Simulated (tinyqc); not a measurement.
Worked calculation: admittance spectroscopy and thermally stimulated current of one trap level in a depletion layer. Computed by tinyqc, a small Python program that keeps every step. Command: `OMP_NUM_THREADS=1 python tinyqc.py 3111810 3111811 out.jsonl admit walk`. One thread of a shared host (Intel(R) Xeon(R) Processor @ 2.30GHz), about 0.01 s of CPU time with the checks. Intermediate numbers are printed to about 6 digits and carried at full precision; extremes and crossings named in words are read from the listed rows.

A Schottky junction on n-type material holds one donor-like electron trap; shallow donors are fully ionised and abrupt depletion edges are assumed.

Inputs (values chosen for the exercise, modelled on n-type 4H-SiC):
```
quantity                         value    unit
dielectric constant eps           9.73       -
density-of-states mass m         0.784     m_0
shallow doping N               2.4e+15  1/cm^3
trap density N_t               1.8e+14  1/cm^3
trap depth E_t below the band    0.341      eV
capture cross section sigma      1e-17    cm^2
band bending V_b                   2.2       V
test frequency f                   100      Hz
heating rate beta                 0.34     K/s
```

Constants: k_B = 1.380649e-23 J/K; m_0 = 9.1093837015e-31 kg; h = 6.62607015e-34 J s; k_B = 8.617333262e-05 eV/K; eps_0 = 8.8541878128e-12 F/m; e = 1.602176634e-19 C.

## Temperature of the peak

N_c = 2 (2 pi m k_B T/h^2)^(3/2), v_th = sqrt(3 k_B T/m), emission rate e_n = sigma v_th N_c exp(-E_t/(k_B T)). Where the level crosses the Fermi level capture equals emission, so the trap follows the signal with the rate 2 e_n; G/omega peaks at omega = 2 e_n (the correction for large N_t/N is left out). Solve 2 e_n(T_p) = 2 pi f.

peak temperature T_p = 255.553 K

N_c at T_p = 1.36958e+19 1/cm^3

e_n at T_p = 314.159 1/s

E_c - E_F = k_B T_p ln(N_c/N) = 0.190475 eV

## The capacitance step

With E_c - E_F = k_B T_p ln(N_c/N): lambda = sqrt(2 eps eps_0 (E_t - (E_c - E_F))/(e^2 N)); traps are empty and charged for x < x_t = w - lambda, and V_b = e (N w^2 + N_t x_t^2)/(2 eps eps_0). High frequency: C_hf = eps eps_0/w. Low frequency: C_lf = eps eps_0 (N + N_t)/(N w + N_t x_t).

lambda = 259.710 nm

depletion width w = 973.448 nm

crossing point x_t = 713.738 nm

C_hf = 8.85011 nF/cm^2

C_lf = 9.01796 nF/cm^2

step (C_lf - C_hf)/C_hf = 0.0189666

small-N_t estimate (N_t/N)(lambda/w) = 0.0200095

Reading N_t/N straight from the step would give 0.0190 against the true 0.0750: the factor lambda/w must be known.

## Scan in temperature at fixed frequency

With x = omega/(2 e_n): C = C_hf + (C_lf - C_hf)/(1 + x^2), G/omega = (C_lf - C_hf) x/(1 + x^2); C_hf and C_lf are held at their values at T_p.

Admittance:
```
T (K)  omega/(2 e_n)  C (nF/cm^2)  G/omega (nF/cm^2)
224.9        10.6553      8.85157          0.0156157
235.1         4.5447      8.85786          0.0352285
242.8         2.4986      8.87328          0.0579050
250.4         1.4325      8.90511          0.0787843
255.6         0.9968      8.93430          0.0839276
260.7         0.7078      8.96194          0.0791544
268.3         0.4347      8.99128          0.0613739
278.6         0.2337      9.00927          0.0371993
291.3         0.1151      9.01577          0.0190662
```

The peak of G/omega is half the step, 0.0839 nF/cm^2. Its full width is near 2 ln(2 + sqrt3) k_B T_p^2/(E_t + 2 k_B T_p) = 38.5 K.

## Arrhenius plot

T_p for 0.1, 0.3, 1, 3 and 10 f; least-squares lines of ln(e_n/T^2) and of ln(e_n) against 1/(k_B T), e_n = pi f; sigma = exp(intercept)/(v_th N_c/T^2).

Peaks:
```
f (Hz)  T_p (K)  1/(k_B T) (1/eV)  ln(e_n/T^2)  ln(e_n)
10      225.631           51.4315     -7.39048  3.44731
30      239.031           48.5481     -6.40726  4.54593
100     255.553           45.4094     -5.33696  5.74990
300     272.619           42.5668     -4.36764  6.84851
1000    293.950           39.4779     -3.31433  8.05249
```

depth from e_n/T^2 = 0.341 eV

cross section from the intercept = 1.00e-17 cm^2

depth without the T^2 = 0.385203 eV

Leaving out T^2 adds 44 meV, near 2 k_B T_p = 44 meV.

## Thermally stimulated current

Thermally stimulated current without retrapping: filled share n(T) = exp(-(1/beta) int e_n dT), current proportional to e_n n; the peak obeys beta (E_t/(k_B T^2) + 2/T) = e_n(T). The integral starts at 0.5 T_m and uses 4000 trapezoid steps to 1.2 T_m. Chen's first-order estimate from the full width W = T_2 - T_1 between the half-height points: E = 2.52 k_B T_m^2/W - 2 k_B T_m.

peak temperature T_m = 169.212 K

lower half-height T_1 = 160.219 K

upper half-height T_2 = 175.735 K

filled share at T_m = 0.393902

E_t/(k_B T_m) = 23.3857

symmetry factor (T_2 - T_m)/(T_2 - T_1) = 0.420440

depth by Chen's formula = 0.371565 eV

The slow ramp empties the trap at 169 K, far below the admittance peak at 256 K, since the rate asked for is 0.051 per second instead of 310. Chen's formula, made for a constant prefactor, gives 31 meV more than E_t.

Checks made by the program: C_lf against dQ/dV by differences (relative difference below 1e-10); depth recovered (relative difference below 1e-10); peak of the integrated curve (relative difference 2e-05).
